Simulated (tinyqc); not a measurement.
Worked calculation: adsorption as a lattice gas: isotherms with interactions, competition, desorption peaks and saturation dose. Computed by tinyqc, a small Python program that keeps every step. Command: `OMP_NUM_THREADS=1 python tinyqc.py 3030711 3030712 out.jsonl adsorb walk`. One thread of a shared host (Intel(R) Xeon(R) Processor @ 2.30GHz), about 0.2 s of CPU time with the checks. Intermediate numbers are printed to about 7 digits and carried at full precision; extremes and crossings named in words are read from the listed rows.

One adsorbate per site; a molecule needs 2 empty sites. Gas and surface have the same temperature.

Inputs (values chosen for the exercise, for a model surface):
```
quantity                                          value    unit
desorption energy E                                 1.9      eV
prefactor nu                                    1.3e+14     1/s
pair energy w (positive repels)                  0.0014      eV
neighbours z                                          3       -
site density N_s                                     11  1/nm^2
molecular mass M                                    139       u
sticking coefficient s0                          0.0017       -
temperature T                                       625       K
pressure p                                          7.5      Pa
blocking by a second gas, K_B p_B                    18       -
heating rate beta                                  0.56     K/s
initial coverage theta_0                           0.33       -
aspect ratio a (depth over diameter) of a hole      100       -
```

Adsorption: dissociative (second order).

Constants: u = 1.6605390666e-27 kg; k_B = 1.380649e-23 J/K; k_B = 8.617333262e-05 eV/K.

## Flux and the Langmuir coverage

Flux F = p/sqrt(2 pi M k_B T); k_d = nu exp(-E/(k_B T)); 2 s0 F (1 - theta)^2 = N_s k_d theta^2, so y = sqrt(2 s0 F/(N_s k_d)), theta = y/(1 + y). With a second gas on the same sites theta = y/(1 + y + K_B p_B).

flux F = 67043.66 1/(nm^2 s)

k_d = 0.06208943 1/s

y = 18.26893

Langmuir coverage = 0.9481030

coverage with the second gas = 0.4901920

## Coverage with interactions

With u = w/(k_B T). Mean field: theta/(1 - theta) = y exp(-z u theta). Quasi-chemical: theta/(1 - theta) = y [(r - 1 + 2 theta)(1 - theta)/((r + 1 - 2 theta) theta)]^(-z/2) exp(-z u/2), r = sqrt(1 - 4 theta (1 - theta)(1 - exp(-u))).

u = 0.02599412

coverage, mean field = 0.9443576

coverage, quasi-chemical = 0.9443551

Repulsion lowers the coverage from 0.9481. Both theories put half coverage at ln y = z u/2 = 0.039; here ln y = 2.905.

## Isotherms

The formulas are those given above.

Coverage; the first column is ln y - z u/2:
```
ln y - z u/2  no interaction  mean field  quasi-chemical
-5.0               0.0069571   0.0069534       0.0069534
-3.0               0.0492188   0.0490401       0.0490421
-2.0               0.1233579   0.1223300       0.1223387
-1.0               0.2766763   0.2724446       0.2724625
-0.5               0.3867465   0.3797470       0.3797603
0.0                0.5097466   0.5000000       0.5000000
0.5                0.6315777   0.6202530       0.6202397
1.0                0.7386553   0.7275554       0.7275375
2.0                0.8848305   0.8776700       0.8776613
3.0                0.9543049   0.9509599       0.9509579
5.0                0.9935614   0.9930466       0.9930466
```

At half coverage the slope d theta/d ln y is 1/4 without interaction, 1/(4 + z u) = 0.245 in mean field and 0.245 in the pair theory, 1/[4 + 2 z (exp(u/2) - 1)]. Repulsion spreads the filling over a wider range of pressure; the two theories differ by at most 1.8e-5 in these rows.

## Desorption peak without interaction

The peak obeys E/(k_B T_p^2) = (nu theta_0/beta) exp(-E/(k_B T_p)) if theta at the peak is theta_0/2. Redhead's shortcut, with the constant 3.46 (3.64 is also in use), reads E back as k_B T_p [ln(nu' T_p/beta) - 3.46], nu' = nu theta_0.

peak temperature T_p = 632.3517 K

E by Redhead's shortcut = 1.904989 eV

The shortcut misses by +0.26 %, since 3.46 stands for ln(E/(k_B T_p)) = 3.55. A prefactor wrong by a factor 100 would shift E by 0.251 eV.

## Peak against initial coverage

Heating at the rate beta: d theta/dT = -(nu/beta) theta^2 exp(-[E - 2 z w theta]/(k_B T)). Integrated numerically (relative tolerance 1e-9); T_p is the maximum of the rate.

Peak temperatures (K):
```
theta_0     w = 0    with w
0.1      652.5270  652.2907
0.3      633.1018  632.4141
0.5      624.4476  623.3167
0.7      618.8717  617.3022
0.9      614.7698  612.7647
```

Without interaction the peak moves down by 37.8 K, the mark of second order; with w it moves by -39.5 K.

## Dose to saturate, flat and in a hole

Without desorption or interaction, 99 % coverage needs the time 99 N_s/(2 s0 F). For a round hole of aspect ratio a in molecular flow with unit sticking (Gordon), the time is N_s/(2F) x [1 + (19/4) a + (3/2) a^2]. The larger of the two times is a rough guide.

time on a flat surface = 4.777396 s

time for the hole = 1.269591 s

The surface reaction is the slower step. Caution: with k_d = nu exp(-E/(k_B T)) of these inputs desorption is not negligible over the time on a flat surface, so without interaction 99 % coverage is not reached.

Checks made by the program: quasi-chemical form at low coverage and at the symmetry point (relative difference 1e-07); T_p against the integrated rate equation (relative difference 1e-03).
